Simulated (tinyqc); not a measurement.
Worked calculation: tight binding, dimerised chain. One step of it, computed by the program tinyqc.

Problem. Open chain of 5 cells. The same hoppings without the wrap-around bond.

H of the open chain (eV):
```
[[0.000000, -1.410000, 0.000000, 0.000000, 0.000000, 0.000000, 0.000000, 0.000000, 0.000000, 0.000000],
 [-1.410000, 0.000000, -0.370000, 0.000000, 0.000000, 0.000000, 0.000000, 0.000000, 0.000000, 0.000000],
 [0.000000, -0.370000, 0.000000, -1.410000, 0.000000, 0.000000, 0.000000, 0.000000, 0.000000, 0.000000],
 [0.000000, 0.000000, -1.410000, 0.000000, -0.370000, 0.000000, 0.000000, 0.000000, 0.000000, 0.000000],
 [0.000000, 0.000000, 0.000000, -0.370000, 0.000000, -1.410000, 0.000000, 0.000000, 0.000000, 0.000000],
 [0.000000, 0.000000, 0.000000, 0.000000, -1.410000, 0.000000, -0.370000, 0.000000, 0.000000, 0.000000],
 [0.000000, 0.000000, 0.000000, 0.000000, 0.000000, -0.370000, 0.000000, -1.410000, 0.000000, 0.000000],
 [0.000000, 0.000000, 0.000000, 0.000000, 0.000000, 0.000000, -1.410000, 0.000000, -0.370000, 0.000000],
 [0.000000, 0.000000, 0.000000, 0.000000, 0.000000, 0.000000, 0.000000, -0.370000, 0.000000, -1.410000],
 [0.000000, 0.000000, 0.000000, 0.000000, 0.000000, 0.000000, 0.000000, 0.000000, -1.410000, 0.000000]]
```

Give: levels; weights of the highest filled level on the sites.

Solution.

levels (eV): [-1.737, -1.617, -1.442, -1.251, -1.099, 1.099, 1.251, 1.442, 1.617, 1.737]

weights of the highest filled level on the sites: [0.060, 0.036, 0.134, 0.112, 0.159, 0.159, 0.112, 0.134, 0.036, 0.060]

The bulk gap runs from -1.0400 to 1.0400 eV; no level of this chain lies inside it.
